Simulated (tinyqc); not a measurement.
A particle near a wafer in liquid: double-layer and van der Waals forces (DLVO), deposition barrier and removal: one step, computed by the program tinyqc. Command: `OMP_NUM_THREADS=1 python tinyqc.py 3113781 3113782 out.jsonl dlvo walk`. One thread of a shared host (Intel(R) Xeon(R) Processor @ 2.30GHz), about 0.01 s of CPU time with the checks.

Sphere and flat wall, Derjaguin approximation, constant potentials in the linear-superposition form, no retardation and no hydration force.

Question. Removing an attached particle. Adhesion F_a = A R/(6 h0^2) [1 + a^2/(R h0)] - kappa Z R exp(-kappa h0), a the contact radius. Drag in a shear flow F_d = 1.7 x 6 pi mu R^2 G, acting at 1.4 R; rolling starts when 1.4 R F_d = a F_a. Wall shear stress = mu G.

Inputs (values chosen for the exercise, of the order of those for silica on silica in water): particle radius R = 42 nm; Hamaker constant A = 5.3e-21 J; temperature T = 323 K; contact distance h0 = 0.4 nm; contact radius over R = 0.18; viscosity = 0.81 mPa s.

kappa = 0.1758327 1/nm

Z = 7.435246 pN

Give: van der Waals adhesion; net adhesion F_a; wall shear stress for rolling; shear rate G.

Answer.

van der Waals adhesion = 1020.7 pN

net adhesion F_a = 969.53 pN

wall shear stress for rolling = 2205.3 Pa

shear rate G = 2.7225e+06 1/s
